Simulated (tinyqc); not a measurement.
Exchange-split free-electron bands and tunnelling magnetoresistance: sweeps and comparisons. A value that a table varies takes the place of the one given here.

Majority and minority bands E = c k^2/m -/+ Dx/2, c = hbar^2/2m0, so k_up = sqrt(m (EF + Dx/2)/c), k_dn = sqrt(m (EF - Dx/2)/c); n_s = k_s^3/(6 pi^2), D_s = m k_s/(4 pi^2 c).

Barrier: kappa = sqrt(mb phi/c), c = hbar^2/2m0. With a = k1/m, b = k2/m, w = kappa/mb, the transmission at normal incidence is T(k1, k2) = 4 a b w^2/[w^2 (a + b)^2 + (w^2 + a^2)(w^2 + b^2) sinh^2(kappa d)]. Parallel: G_P = T(up, up) + T(dn, dn); antiparallel: G_AP = 2 T(up, dn); TMR = (G_P - G_AP)/G_AP. Julliere: TMR = 2 P^2/(1 - P^2). Slonczewski factor: P_eff = P_k (w^2 - a_up a_dn)/(w^2 + a_up a_dn), P_k = (k_up - k_dn)/(k_up + k_dn).

Constants: hbar^2/2m0 = 3.80998211 eV angstrom^2.

Values chosen for the exercise: EF = 4.88 eV (Fermi energy above the mean band bottom); Dx = 1.84 eV (exchange splitting); m = 1.24 m0 (mass in the electrodes); mb = 0.98 m0 (mass in the barrier); d = 15.5 angstrom (barrier thickness); phi = 1.99 eV (barrier height above EF).

## Barrier height

Results:

| phi (eV) | w (1/angstrom) | P_eff | TMR (%) | G_P |
|---|---|---|---|---|
| 0.20 | 0.231 | -0.0856 | 1.47 | 0.00137 |
| 0.40 | 0.327 | -0.0769 | 1.19 | 0.000134 |
| 0.70 | 0.433 | -0.0654 | 0.86 | 8.19e-06 |
| 1.0 | 0.518 | -0.0554 | 0.62 | 7.86e-07 |
| 1.5 | 0.634 | -0.0412 | 0.34 | 2.81e-08 |
| 2.0 | 0.732 | -0.0294 | 0.17 | 1.59e-09 |
| 3.0 | 0.896 | -0.0110 | 0.02 | 1.17e-11 |
| 4.0 | 1.035 | 0.0026 | 0.00 | 1.75e-13 |
| 6.0 | 1.268 | 0.0215 | 0.09 | 1.42e-16 |
| 10 | 1.637 | 0.0429 | 0.37 | 1.62e-21 |

P_eff vanishes where w^2 = a_up a_dn, at phi = 3.79 eV, inside the table; the lowest TMR listed is 0.00 % at 4 eV. TMR is 1.5 % at the lowest barrier and 0.4 % at the highest, against 1.8 % for Julliere with P_k; P_eff tends to +P_k for very high barriers and to -P_k for very low ones. G_P falls by 17.9 decades.

## Barrier thickness

Results:

| d (angstrom) | kappa d | G_P | G_AP | TMR (%) |
|---|---|---|---|---|
| 1 | 0.715 | 1.19 | 1.19 | 0.53 |
| 2 | 1.431 | 0.375 | 0.374 | 0.26 |
| 3 | 2.146 | 0.0960 | 0.0958 | 0.19 |
| 4 | 2.862 | 0.0233 | 0.0233 | 0.18 |
| 6 | 4.293 | 0.00134 | 0.00134 | 0.18 |
| 8 | 5.724 | 7.67e-05 | 7.65e-05 | 0.18 |
| 10 | 7.154 | 4.38e-06 | 4.38e-06 | 0.18 |
| 13 | 9.301 | 5.99e-08 | 5.98e-08 | 0.18 |
| 16 | 11.447 | 8.19e-10 | 8.17e-10 | 0.18 |
| 20 | 14.309 | 2.68e-12 | 2.67e-12 | 0.18 |

For thick barriers each angstrom costs a factor exp(2 kappa) = 4.18 in both conductances, and TMR settles at 0.18 % (the interface factor, which vanishes at (kappa/mb)^2 = k_up k_dn/m^2, reduces it below the value from the polarisation of k alone); it is within 0.1 point of that from d = 2 angstrom on. At 1 angstrom it is 0.53 %, where the barrier is thin and the mismatch of k_up and k_dn starts to rule, as it does fully for d -> 0.

## Exchange splitting

Dx takes the listed multiples of 2 EF.

Results:

| Dx/(2 EF) | k_up | k_dn | P_k | P_eff | TMR (%) |
|---|---|---|---|---|---|
| 0.10 | 1.3218 | 1.1956 | 0.0501 | -0.0159 | 0.05 |
| 0.20 | 1.3805 | 1.1272 | 0.1010 | -0.0313 | 0.20 |
| 0.35 | 1.4643 | 1.0161 | 0.1807 | -0.0523 | 0.55 |
| 0.50 | 1.5435 | 0.8911 | 0.2679 | -0.0679 | 0.93 |
| 0.65 | 1.6188 | 0.7456 | 0.3693 | -0.0706 | 1.00 |
| 0.80 | 1.6908 | 0.5636 | 0.5000 | -0.0376 | 0.28 |
| 0.90 | 1.7371 | 0.3985 | 0.6268 | 0.0527 | 0.56 |
| 0.97 | 1.7689 | 0.2183 | 0.7803 | 0.2805 | 17.08 |

P_k rises from 0.050 to 0.780, and TMR goes from 0.05 % to 17.1 %, not steadily: its largest value is 17.08 % at 0.97 and its smallest 0.05 % at 0.1; P_eff changes sign along the table. At Dx = 2 EF the minority band is empty (a half metal) and G_AP vanishes.

## What moves the magnetoresistance

All results formed anew. Each row changes one parameter from the base and keeps the others.

Results:

| case | P_k | P_eff | TMR (%) | G_P |
|---|---|---|---|---|
| base | 0.0951 | -0.0296 | 0.18 | 1.67e-09 |
| Dx = 1.932 eV | 0.1000 | -0.0310 | 0.19 | 1.67e-09 |
| EF = 5.368 eV | 0.0863 | -0.0306 | 0.19 | 1.62e-09 |
| phi = 2.587 eV | 0.0951 | -0.0179 | 0.06 | 7.97e-11 |
| mb = 0.784 m0 | 0.0951 | -0.0197 | 0.08 | 1.84e-08 |
| d = 17.5 angstrom | 0.0951 | -0.0296 | 0.18 | 9.57e-11 |
| m = 1.488 m0 | 0.0951 | -0.0216 | 0.09 | 1.76e-09 |

The largest shifts from the base row, up to three for each result and ties (the steps differ in size, so this ranks the rows, not the parameters). P_k: EF -0.0088, Dx +0.0048; unchanged at the printed digits by phi, mb, d and m. P_eff: phi +0.0117, mb +0.0099, m +0.0080; unchanged at the printed digits by d. TMR (%): phi -0.11, mb -0.10, m -0.08; unchanged at the printed digits by d. G_P: mb +1.67e-08, phi -1.59e-09, d -1.58e-09; unchanged at the printed digits by Dx.

Run: tinyqc, `OMP_NUM_THREADS=1 python tinyqc.py 1652071 1652072 out.jsonl`; Intel(R) Xeon(R) Processor @ 2.30GHz, one thread, shared host; about 0.01 s of CPU time with all checks.
